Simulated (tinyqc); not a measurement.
# The Fermi level, mass and scattering length from S, n and sigma

Inverse problem. Bulk parabolic band, x = (E - Ec)/kB T, C = hbar^2/(2 m0), kB T in eV. Modes per area gv m kB T x/(4 pi C) times the back-scattering length l0 x^rr give the transport function s0 X(x), s0 = (2 q^2/h) gv m kB T l0/(4 pi C), X = x^(1 + rr). I_k = int X (x - eta)^k w dx, w = 1/(4 cosh^2((x - eta)/2)). sigma = s0 I_0, S = -(kB/q) I_1/I_0; n = 2 gv (m kB T/(4 pi C))^1.5 F(eta), F(y) = (2/sqrt(pi)) int_0^infinity sqrt(u)/(1 + exp(u - y)) du. Find eta, m and l0.

Values chosen for this exercise: temperature T = 200 K; valleys gv = 2; energy exponent of that length rr = 0.5.

Constants: q = 1.602176634e-19 C, kB = 1.380649e-23 J/K, hbar = 1.054571817e-34 J s, h = 6.62607015e-34 J s, m0 = 9.1093837015e-31 kg, Vt = kB T/q, hbar^2/(2 m0) = 0.0380998212 eV nm^2. Results are converted to the units shown.

S = -192.58317 uV/K
n = 1.4248190e19 cm^-3
sigma = 377.38940 S/cm

Solution. |S| falls steadily as eta rises and depends on nothing else, so it fixes eta; n then gives m, and sigma gives l0.

eta = 0.9000
m = 0.5000 m0
l0 = 6.900 nm

Program tinyqc, `OMP_NUM_THREADS=1 python tinyqc.py 2800001 2800002 out.jsonl`; Intel Xeon 2.30GHz, shared host, one thread, about 0.08 s.
